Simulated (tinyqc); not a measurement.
Koster-Slater impurity in a tight-binding band, by Green functions and by supercells: one step, computed by the program tinyqc.

One orbital per site, e(k) = -2 t sum cos(k_i) over 1 direction(s), band from -2 t to 2 t, lattice constant 1. One site has the extra energy U. Spin is left out.

Task: The bound state. Outside the band G0(E) = sign(E)/sqrt(E^2 - 4 t^2). A bound state solves 1/U = G0(E). Bisection in ln(distance from the edge) between 1e-5 t and |U| + t. Weight on the impurity site: -1/(U^2 dG0/dE), by a central difference with step min(1e-4 t, distance/30). Decay length along an axis: 1/arccosh(1 + distance/(2 t)).

Inputs (values chosen for the exercise, for a model band): hopping t = 0.66 eV; impurity potential U = -0.282 eV.

Lattice: chain.

Give: level E_b; distance from the band edge; weight on the impurity site; decay length.

Result:

level E_b = -1.350 eV

distance from the band edge = 0.02979 eV

weight on the impurity site = 0.2089

decay length = 4.716 sites

The state is shallow: most of it spreads over the host.
